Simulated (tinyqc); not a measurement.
Coupled-perturbed Hartree-Fock on RHF in the sto-3g basis, for H3-, spin multiplicity 1, step by step. The basis has no diffuse functions, so it cannot describe the extra electron: this is an exercise in the method, not the real anion. Computed by tinyqc, a small Python program that keeps every step (integrals from PySCF). Settings: charge = -1, multiplicity = 1, basis = sto-3g, method = RHF, energy threshold = 1e-10, iteration cap = 64, orthogonalisation = symmetric, start = Wolfsberg-Helmholz matrix, DIIS depth = 6. Command: `OMP_NUM_THREADS=1 python tinyqc.py 25233 25234 out.jsonl` (the two numbers bound the seeds that draw the settings). One thread of a shared host (Intel(R) Xeon(R) Processor @ 2.60GHz), about 0.08 s of CPU time with the checks. The early iterations of the SCF are left out here.

## One-electron integrals

Geometry (angstrom):
```
atom         x         y          z
H     0.000000  0.000000   0.000000
H     0.000000  0.000000   1.105000
H     0.000000  0.000000  -1.105000
```

Basis sto-3g: exponents (1/bohr^2) and contraction coefficients of normalised primitives:
```
element  l (shell)  exponent  coefficient
H            s (1)  3.425251     0.154329
H            s (1)  0.623914     0.535328
H            s (1)  0.168855     0.444635
```

Overlap, kinetic and nuclear-attraction integrals over the contracted functions; the nuclear repulsion is the sum of Za Zb / Rab.

nuclear repulsion = 1.19723351 hartree

overlap S, order 1H 1s, 2H 1s, 3H 1s:
```
[[1.000000, 0.436852, 0.436852],
 [0.436852, 1.000000, 0.083617],
 [0.436852, 0.083617, 1.000000]]
```

kinetic energy T (hartree), order 1H 1s, 2H 1s, 3H 1s:
```
[[0.760032, 0.076856, 0.076856],
 [0.076856, 0.760032, -0.011439],
 [0.076856, -0.011439, 0.760032]]
```

nuclear attraction V (hartree), order 1H 1s, 2H 1s, 3H 1s:
```
[[-2.164933, -0.807937, -0.807937],
 [-0.807937, -1.935192, -0.143191],
 [-0.807937, -0.143191, -1.935192]]
```

core Hamiltonian H = T + V (hartree), order 1H 1s, 2H 1s, 3H 1s:
```
[[-1.404901, -0.731080, -0.731080],
 [-0.731080, -1.175160, -0.154629],
 [-0.731080, -0.154629, -1.175160]]
```

## Two-electron integrals

Functions are numbered as in S; the eight-fold symmetry (ij|kl) = (ji|kl) = (kl|ij) leaves the list below.

Two-electron integrals (ij|kl) in chemists' order, unique and non-zero (hartree):
```
(11|11) 0.774606   (21|11) 0.263504   (21|21) 0.119032   (22|11) 0.445200
(22|21) 0.263504   (22|22) 0.774606   (31|11) 0.263504   (31|21) 0.083861
(31|22) 0.139767   (31|31) 0.119032   (32|11) 0.048304   (32|21) 0.018754
(32|22) 0.037090   (32|31) 0.018754   (32|32) 0.003493   (33|11) 0.445200
(33|21) 0.139767   (33|22) 0.239083   (33|31) 0.263504   (33|32) 0.037090
(33|33) 0.774606
```

## Orthogonalisation

S = U s U^T; symmetric (Loewdin) form X = U s^(-1/2) U^T, so that X^T S X = 1.

eigenvalues of S: [0.422593, 0.916383, 1.661024]

X, order 1H 1s, 2H 1s, 3H 1s:
```
[[1.182839, -0.268927, -0.268927],
 [-0.268927, 1.087996, 0.043368],
 [-0.268927, 0.043368, 1.087996]]
```

## Starting guess

The start is the generalised Wolfsberg-Helmholz matrix (K = 1.75) built on H; D = 2 C_occ C_occ^T.

D at the start, order 1H 1s, 2H 1s, 3H 1s:
```
[[0.778772, 0.419122, 0.419122],
 [0.419122, 1.316811, -0.865683],
 [0.419122, -0.865683, 1.316811]]
```

## Iteration 7 (converged): orbitals

converged F (hartree), order 1H 1s, 2H 1s, 3H 1s:
```
[[0.116167, -0.230225, -0.230225],
 [-0.230225, 0.117800, -0.046147],
 [-0.230225, -0.046147, 0.117800]]
```

Diagonalise F' = X^T F X, C = X C', fill 2 alpha and 2 beta electrons from the bottom; D = 2 C_occ C_occ^T. Each column has its largest component positive (the first on a tie).

F' = X^T F X (hartree):
```
[[0.465831, -0.400145, -0.400145],
 [-0.400145, 0.283806, 0.104899],
 [-0.400145, 0.104899, 0.283806]]
```

orbital energies (hartree): [-0.139936, 0.178907, 0.994471]

coefficients C, order 1H 1s, 2H 1s, 3H 1s:
```
[[0.529542, 0.000000, 1.123983],
 [0.401013, 0.738663, -0.742632],
 [0.401013, -0.738663, -0.742632]]
```

D after iteration 7, order 1H 1s, 2H 1s, 3H 1s:
```
[[0.560829, 0.424707, 0.424707],
 [0.424707, 1.412871, -0.769624],
 [0.424707, -0.769624, 1.412871]]
```

## Convergence

Stop when the energy changes by less than 1e-10 hartree and every element of the error matrix X^T (F D S - S D F) X is below 3e-06.

Course of the cycle:
```
iteration  E (hartree)     change  largest element of the error matrix
1          -1.30537617          -                             1.21e-01
2          -1.31987645  -1.45e-02                             1.44e-02
3          -1.32008272  -2.06e-04                             1.61e-05
4          -1.32008272  -2.10e-10                             6.98e-06
5          -1.32008272  -2.89e-11                             4.46e-06
6          -1.32008272  -9.16e-12                             3.28e-06
7          -1.32008272  -4.03e-12                             2.59e-06
```

PySCF RHF in the same basis = -1.32008272 hartree

Converged in 7 iterations.

## Populations, bond orders and dipole

Mulliken: Z minus the diagonal of D S on the atom; Loewdin: the same with S^(1/2) D S^(1/2); Mayer order: 2 sum_s sum (D(s) S)_ij (D(s) S)_ji over the two atoms.

Charges (e):
```
atom   Mulliken    Loewdin
1H     0.068102   0.067988
2H    -0.534051  -0.533994
3H    -0.534051  -0.533994
```

Mayer bond orders:
```
pair     order
2-1   0.497681
3-1   0.497681
3-2   0.217108
```

dipole moment about the origin, x y z (debye): [0.000000, 0.000000, 0.000000]

## Integrals over molecular orbitals

(pq|rs) = sum C_ip C_jq C_kr C_ls (ij|kl), one index at a time.

one-electron integrals over orbitals h = C^T H C (hartree):
```
[[-1.442636, 0.000000, -0.128196],
 [0.000000, -1.113651, 0.000000],
 [-0.128196, 0.000000, -0.800680]]
```

Two-electron integrals over orbitals (pq|rs), unique and non-zero (hartree):
```
(11|11) 0.529527    (21|21) 0.162086    (22|11) 0.467629    (22|22) 0.519385
(31|11) 0.077626    (31|22) -0.046430   (31|31) 0.139090    (32|21) -0.143430
(32|32) 0.145362    (33|11) 0.553103    (33|22) 0.486699    (33|31) 0.092994
(33|33) 0.607463
```

## Response to a field: uncoupled start

dipole integrals <a|z|i> (bohr), order a3:
```
[[0.000000, -1.533568]]
```

Field along z; U_ai = -mu_ai / (e_a - e_i), alpha = -4 sum U_ai mu_ai.

uncoupled U, order a3:
```
[[0.000000, 1.880378]]
```

uncoupled polarisability = 11.534753 bohr^3

## Coupled step 1

U_ai = -(mu_ai + sum_bj [4 (ai|bj) - (ab|ij) - (aj|bi)] U_bj) / (e_a - e_i); alpha = -4 sum U_ai mu_ai.

U after step 1, order a3:
```
[[0.000000, 1.997071]]
```

polarisability = 12.250578 bohr^3

## Coupled step 2

As before.

U after step 2, order a3:
```
[[0.000000, 2.004312]]
```

polarisability = 12.295001 bohr^3

## Coupled polarisability

Repeat until U stops changing; compare with -d2E/dF2.

Course of the coupled iterations:
```
step  alpha (bohr^3)
0          11.534753
1          12.250578
2          12.295001
3          12.297758
4          12.297929
5          12.297940
6          12.297940
7          12.297940
```

coupled polarisability = 12.297940 bohr^3

finite-field check, fields of +/-0.001 au = 12.297927 bohr^3
